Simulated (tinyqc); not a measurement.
Vertical double-diffused power MOSFET, components of the on-resistance: On-resistance against the channel mobility.

Stripe cells of pitch Wp + a, two channels a cell. Current flows through the channels, spreads in the accumulation layer, passes the gap between the p bodies and spreads at 45 degrees into the drift layer below them. Low drain voltage, full ionisation.

Triangular field at breakdown with Ec = Kc N^(1/8): BV = eps0 eps_r Ec^2/(2 q N), so N = (eps0 eps_r Kc^2/(2 q BV))^(4/3); W = 2 BV/Ec; mu = mud (T/300 K)^(-bt); rho = 1/(q mu N); ideal resistance rho W. Pitch p = Wp + a, Cox = 3.9 eps0/tox; zero-bias depletion in the gap w0 = sqrt(2 eps0 eps_r Vbi/(q N Nj)), open gap g = a - 2 w0; R_ch = Lc p/(2 mch Cox Vov); R_acc = 0.6 a p/(4 mac Cox Vov), 0.6 being an empirical factor for current leaving the layer along its length; R_gap = (rho/Nj) xp p/g; spreading depth t = min(W, (p - g)/2); R_drift = (rho p/2) ln((g + 2 t)/g) + rho (W - t); R_on = the sum with Rs.

Values chosen for this exercise; bulk values close to those of silicon:
- T = 300 K (temperature)
- eps_r = 11.8 (relative permittivity)
- Kc = 4030 V/cm per (cm^-3)^(1/8) (critical-field constant)
- BV = 200 V (rated breakdown voltage of the drift layer)
- mud = 1210 cm^2/(V s) (drift mobility at 300 K)
- bt = 2.4 (temperature exponent of the drift mobility)
- tox = 49 nm (gate oxide thickness (eps_r 3.9))
- Vov = 7 V (gate overdrive)
- mac = 570 cm^2/(V s) (accumulation-layer mobility)
- Lc = 0.8 um (channel length)
- Wp = 2.6 um (width of the p body in one cell, channels included)
- a = 1.3 um (gap between neighbouring p bodies)
- xp = 0.8 um (depth of the p body)
- Nj = 2 (doping of the gap over the drift doping)
- Vbi = 0.761 V (built-in voltage of the body junction)
- Rs = 0.41 mohm cm^2 (substrate and contact resistance)

Constants: q = 1.602176634e-19 C, eps0 = 8.8541878128e-14 F/cm where lengths are in cm. Results are converted to the units shown.

The same in every row: R_acc (mohm cm^2) = 0.02705; R_gap (mohm cm^2) = 2.157; R_drift (mohm cm^2) = 4.902; ideal (mohm cm^2) = 3.758.

Result of one run:

| mch (cm^2/(V s)) | R_ch (mohm cm^2) | R_on (mohm cm^2) | largest term |
|---|---|---|---|
| 10 | 3.162 | 10.66 | drift |

What becomes of these results when the channel mobility mch is changed from 10 to 100 cm^2/(V s), all else the same?

Result of the changed run:

| mch (cm^2/(V s)) | R_ch (mohm cm^2) | R_on (mohm cm^2) | largest term |
|---|---|---|---|
| 100 | 0.3162 | 7.812 | drift |

The whole series:

| mch (cm^2/(V s)) | R_ch (mohm cm^2) | R_on (mohm cm^2) | largest term |
|---|---|---|---|
| 5 | 6.325 | 13.82 | channel |
| 10 | 3.162 | 10.66 | drift |
| 20 | 1.581 | 9.077 | drift |
| 40 | 0.7906 | 8.286 | drift |
| 70 | 0.4518 | 7.947 | drift |
| 100 | 0.3162 | 7.812 | drift |
| 300 | 0.1054 | 7.601 | drift |
| 500 | 0.06325 | 7.559 | drift |

R_on falls from 13.8 to 7.56 mohm cm^2. The channel term is the largest at mch = 5, the drift term from 10 on. R_on is 3.68 times the ideal drift resistance in the first row and 2.01 times in the last.

tinyqc, about 0.01 s, one thread, Intel Xeon 2.30GHz (shared host): `OMP_NUM_THREADS=1 python tinyqc.py 2230036 2230037 out.jsonl`
